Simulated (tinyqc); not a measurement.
Inside a calculation. Method: coupled-perturbed Hartree-Fock on RHF in the sto-3g basis, for B+, spin multiplicity 1. One step of it, computed by the program tinyqc.

Problem. Response to a field: uncoupled start. Field along y; U_ai = -mu_ai / (e_a - e_i), alpha = -4 sum U_ai mu_ai.

orbital energies (hartree): MO1 -7.986287, MO2 -0.849252, MO3 -0.200518, MO4 -0.200518, MO5 -0.200518

dipole integrals <a|y|i> (bohr):
```
          i1        i2
a3  0.000000  0.000000
a4  0.115057  0.970112
a5  0.000000  0.000000
```

Give: uncoupled U; uncoupled polarisability.

Solution.

uncoupled U:
```
        i1      i2
a3   0.000   0.000
a4  -0.015  -1.495
a5   0.000   0.000
```

uncoupled polarisability = 5.810 bohr^3
